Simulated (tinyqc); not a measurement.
Gate sheet resistance from two finger widths.

Inverse problem. At low frequency R = Rsh Wf/(3 L) + B/Wf, where B collects the channel and vertical terms. Find Rsh, B and the width of lowest R.

Inputs (values chosen for the exercise): channel length L = 0.33 um.

input resistance of single fingers, contacted at one end, of width 1.2 and 4.7 um (ohm): 165.90909  131.11971

Answer. R Wf is a straight line in Wf^2; the minimum of R lies where both terms are equal.

Rsh = 20.00 ohm/square
B = 170.0 ohm um
width of lowest R = 2.901 um

Computed by the program tinyqc: `OMP_NUM_THREADS=1 python tinyqc.py 2262007 2262008 out.jsonl`, one thread of a shared Intel Xeon 2.30GHz, about 0.01 s for the whole run.
